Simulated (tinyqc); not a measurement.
# Input admittance of a MOSFET at zero drain bias: distributed channel and distributed gate: two studies

Source and drain grounded, strong inversion, w = 2 pi f, Cox = eps0 eox/tox. The channel is an RC line of resistance 1/(mu Cox Vo) per square fed from both ends, so one finger has the intrinsic admittance y = i w Cox L tanh(g)/g per width, g = (1/2) sqrt(i w tau), tau = L^2/(mu Vo). The vertical resistance rv/L is in series with y, the overlaps 2 i w Cov in parallel: y_t = 1/(1/y + rv/L) + 2 i w Cov. The gate strip is a line of Rsh/L per length loaded by y_t, so a finger has Y = y_t Wf tanh(k)/k, k = (Wf/sd) sqrt(y_t Rsh/L); the device has Nf Y.

Inputs (values chosen for the exercise); values of the order met in silicon radio-frequency transistors:

| symbol | value | unit | meaning |
|---|---|---|---|
| eox | 7.32 |  | relative permittivity of the gate insulator (close to silicon nitride) |
| tox | 4.3 | nm | insulator thickness |
| L | 0.16 | um | channel length |
| Wf | 0.53 | um | finger width |
| Nf | 32 |  | number of fingers |
| mu | 190 | cm^2/(V s) | channel mobility |
| Vo | 0.54 | V | gate overdrive |
| Rsh | 3.4 | ohm/square | sheet resistance of the gate |
| rv | 0 | ohm um^2 | vertical resistivity of the gate stack |
| sd | 1 |  | number of ends at which a finger is contacted |
| Cov | 0.18 | fF/um | overlap and fringe capacitance on each side |
| f | 60 | GHz | frequency |

Constants: eps0 = 8.8541878128e-14 F/cm where lengths are in cm. Results are converted to the units shown.

Each table varies one quantity; the others keep the values above.

## Input impedance against frequency

Low-frequency limits, with c = Cox L and ct = c + 2 Cov: R_strip = Rsh Wf/(3 sd^2 L Nf), R_ch = (c/ct)^2 L/(12 mu Cox Vo Wf Nf), R_vert = (c/ct)^2 rv/(L Wf Nf), C = ct Wf Nf. Z = 1/(Nf Y) = R + 1/(i w C), Q = |Im Z|/R, far-point signal |1/cosh k|.

The same in every row: low-frequency R (ohm) = 3.966.

Result of one run:
```
f (GHz)  w tau     |k|  R (ohm)  C (fF)      Q  signal at the far point
300      4.703  0.1687    3.893   45.06  3.024                   0.9956
```

What becomes of these results when the frequency f is changed from 300 to 60 GHz, all else the same?

Result of the changed run:
```
f (GHz)   w tau      |k|  R (ohm)  C (fF)      Q  signal at the far point
60       0.9406  0.07881    3.963   46.92  14.26                   0.9998
```

The whole series:
```
f (GHz)     w tau       |k|  R (ohm)  C (fF)      Q  signal at the far point
0.6      0.009406  0.007897    3.966   47.01   1423                    1.000
1         0.01568   0.01020    3.966   47.01  853.7                    1.000
3         0.04703   0.01766    3.966   47.01  284.6                    1.000
6         0.09406   0.02497    3.966   47.01  142.3                    1.000
10         0.1568   0.03224    3.966   47.00  85.37                    1.000
30         0.4703   0.05582    3.965   46.99  28.47                   0.9999
60         0.9406   0.07881    3.963   46.92  14.26                   0.9998
100         1.568    0.1014    3.958   46.78  8.596                   0.9994
300         4.703    0.1687    3.893   45.06  3.024                   0.9956
```

R falls from 3.97 to 3.89 ohm and C falls from 47.0 to 45.1 fF. Q goes as f^(-1.00) between the first two rows and f^(-0.95) between the last two, where w tau = 4.70 and |k| = 0.169. The low-frequency limits hold both R and C within 5 % up to f = 300 GHz among the rows.

## Effect of the gate overdrive

Same model as above.

Effect of the gate overdrive:
```
Vo (V)   w tau      |k|  R (ohm)  low-frequency R (ohm)  C (fF)      Q  signal at the far point
0.2      2.540  0.07785    10.45                  10.51   46.41  5.468                   0.9995
0.35     1.451  0.07860    6.045                  6.055   46.81  9.375                   0.9997
0.5      1.016  0.07879    4.270                  4.274   46.91  13.24                   0.9998
0.65    0.7815  0.07886    3.313                  3.315   46.95  17.05                   0.9998
0.8     0.6349  0.07890    2.714                  2.715   46.97  20.81                   0.9999
0.95    0.5347  0.07892    2.305                  2.305   46.98  24.50                   0.9999
1.1     0.4618  0.07894    2.006                  2.007   46.99  28.14                   0.9999
1.25    0.4064  0.07894    1.780                  1.780   46.99  31.72                   0.9999
```

Read the table: what changes, and by how much?

As Vo goes from 0.2 to 1.25, R falls from 10.5 to 1.78 ohm, C rises from 46.4 to 47.0 fF and Q rises from 5.47 to 31.7. Only the channel term depends on Vo.

tinyqc, about 0.01 s, one thread, Intel Xeon 2.30GHz (shared host): `OMP_NUM_THREADS=1 python tinyqc.py 2262114 2262115 out.jsonl`
